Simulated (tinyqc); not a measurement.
Inside a calculation. Model: tunnelling through a two-layer gate stack, WKB transmission and Tsu-Esaki current.

tinyqc, about 0.02 s, one thread, Intel Xeon 2.30GHz (shared host): `OMP_NUM_THREADS=1 python tinyqc.py 2540057 2540058 out.jsonl` Printed values are rounded.

Electrons leave the emitter at x = 0. Energies E (motion across the layers) are in eV from the emitter Fermi level; the collector Fermi level lies at -V and offers states at every E. No charge in the dielectric and no image force: F1 = V/(t1 + t2 eps1/eps2), F2 = F1 eps1/eps2; U = phi1 - F1 x in layer 1 and phi2 - F1 t1 - F2 (x - t1) in layer 2. With C = hbar^2/(2 m0), kappa = sqrt(m (U - E)/C) where U > E and 0 elsewhere; T(E) = exp(-S), S = 2 times the integral of kappa over x.

Parameters, values chosen for the exercise; layer 1 close to silicon dioxide, layer 2 close to hafnium oxide: temperature T = 300 K; Fermi energy of the emitter above its band bottom Ef = 0.21 eV; emitter mass in the supply function me = 0.61 m0; barrier of layer 1 above the emitter Fermi level at zero bias phi1 = 3.01 eV; tunnelling mass of layer 1 m1 = 0.48 m0; thickness of layer 1 t1 = 0.8 nm; relative permittivity of layer 1 eps1 = 4.05; barrier of layer 2 at zero bias phi2 = 1.53 eV; tunnelling mass of layer 2 m2 = 0.19 m0; thickness of layer 2 t2 = 1.6 nm; relative permittivity of layer 2 eps2 = 21.6; voltage across the dielectric V = 0.9 V; energy of the electron followed E = -0.17 eV; cells in each layer nc = 6; lower end of the energy grid Ea = -0.21 eV; upper end of the energy grid Eb = 0.27 eV; points of the energy grid nE = 13.

Constants: q = 1.602176634e-19 C, kB = 1.380649e-23 J/K, hbar = 1.054571817e-34 J s, m0 = 9.1093837015e-31 kg, Vt = kB T/q, hbar^2/(2 m0) = 0.0380998212 eV nm^2. Results are converted to the units shown.

## Fields and band edges

F1 = V/(t1 + t2 eps1/eps2), F2 = F1 eps1/eps2; U = phi1 - F1 x in layer 1 and phi2 - F1 t1 - F2 (x - t1) in layer 2. EOT = 3.9 (t1/eps1 + t2/eps2).

F1 = 8.18182 MV/cm
F2 = 1.53409 MV/cm
U at the end of layer 1 = 2.35545 eV
U at the start of layer 2 = 0.875455 eV
U at the end of layer 2 = 0.63 eV
EOT = 1.05926 nm

## WKB exponent by the midpoint rule

Cut each layer into nc equal cells, take U and kappa at the cell centres, and sum S = 2 sum kappa h.

```
cell   x (nm)   U (eV)  kappa (1/nm)
0     0.06667  2.95545       6.27503
1     0.20000  2.84636       6.16454
2     0.33333  2.73727       6.05204
3     0.46667  2.62818       5.93741
4     0.60000  2.51909       5.82052
5     0.73333  2.41000       5.70124
6     0.93333  0.85500       2.26088
7     1.20000  0.81409       2.21530
8     1.46667  0.77318       2.16877
9     1.73333  0.73227       2.12121
10    2.00000  0.69136       2.07257
11    2.26667  0.65045       2.02275
```

S = 16.4463
T(E) = 7.20193e-8

## WKB exponent in closed form

Each layer adds (2/F) sqrt(m/C) [G(u at its left edge) - G(u at its right edge)] to S, with u = U - E (0 where negative) and G(u) = (2/3) u^1.5. The slope follows from 1/d = -dS/dE.

S = 16.4460
T(E) = 7.20401e-8
energy d over which T(E) grows by a factor e = 0.18478 eV

The midpoint rule gives S = 16.446, so its T(E) is 0.029 % below this value. The band edge stays above E through the whole stack: direct tunnelling through a trapezoid.

## Current density on a coarse energy grid

J = J0 times the integral of T(E) N(E) dE, N = ln[(1 + exp(-E/Vt))/(1 + exp((-E - V)/Vt))], J0 = q^2 me m0 kB T/(2 pi^2 hbar^3) (times 1e-4 for A/cm^2 per eV), by Simpson's rule on nE equally spaced points from Ea to Eb.

```
point     E (eV)        T(E)           N       T(E) N
0      -0.210000  5.81240e-8     8.12346   4.72168e-7
1      -0.170000  7.20401e-8     6.57729   4.73828e-7
2      -0.130000  8.96224e-8     5.03515   4.51262e-7
3      -0.090000  1.11940e-7     3.51166   3.93096e-7
4      -0.050000  1.40410e-7     2.06910   2.90523e-7
5      -0.010000  1.76923e-7    0.905144   1.60141e-7
6       0.030000  2.24023e-7    0.272577   6.10634e-8
7       0.070000  2.85161e-7   0.0645591   1.84097e-8
8       0.110000  3.65067e-7   0.0140935   5.14505e-9
9       0.150000  4.70290e-7  0.00301617   1.41847e-9
10      0.190000  6.10006e-7  6.42689e-4  3.92044e-10
11      0.230000  7.97247e-7  1.36817e-4  1.09077e-10
12      0.270000  1.05080e-6  2.91201e-5  3.05996e-11
```

J0 = 2.55203e8 A/(cm^2 eV)
J = 21.3587 A/cm^2

The integrand peaks at E = -0.170 eV among these points. A converged quadrature from -Ef to above the barrier gives 21.36 A/cm^2; this grid is within 0.01 % of that.
